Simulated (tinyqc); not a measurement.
Shrinking the mesa: defect, radiative and Auger recombination at equal electron and hole densities (ABC model).

J/(e d) = Ae n + B n^2 + C n^3 with Ae = A + 4 S/w (four side walls, carriers spread evenly), e = 1.602176634e-19 C, lengths in cm; internal efficiency IQE = B n^2/(Ae n + B n^2 + C n^3); all injected carriers recombine in the layer.

Values chosen for the exercise (orders of magnitude like those quoted for GaAs; not measured data):
```
symbol  value    unit    meaning
A       2500000  1/s     defect rate
B       1.6e-10  cm^3/s  radiative coefficient
C       3e-30    cm^6/s  Auger coefficient
d       83       nm      active thickness
S2      140      cm/s    recombination velocity of the side walls in this comparison
J       140      A/cm^2  current density
```

S = S2; w takes the values listed.

Results:
```
w (micrometre)  Ae (1/s)  IQE_max  J at the peak (A/cm^2)  IQE at J
200             2.53e+06    0.967                     185     0.966
100             2.56e+06    0.967                     188     0.966
50              2.61e+06    0.966                     192     0.966
20              2.78e+06    0.965                     204     0.965
10              3.06e+06    0.964                     225     0.963
5               3.62e+06    0.960                     267     0.958
1               8.10e+06    0.942                     610     0.926
```

Give the missing row, w (micrometre) = 2.

Computed row:
```
w (micrometre)  Ae (1/s)  IQE_max  J at the peak (A/cm^2)  IQE at J
2               5.30e+06    0.953                     395     0.946
```

The walls equal the bulk defect rate at w = 4 S/A = 2.24 micrometre. From 200 to 1 micrometre the peak efficiency falls from 0.967 to 0.942 and moves to a current 3.29 times higher; at the fixed J the efficiency goes from 0.966 to 0.926. For large w diffusion to the walls, left out here, would limit the loss.

tinyqc: `OMP_NUM_THREADS=1 python tinyqc.py 1682326 1682327 out.jsonl`; about 0.01 s, one thread, shared Intel(R) Xeon(R) Processor @ 2.30GHz.
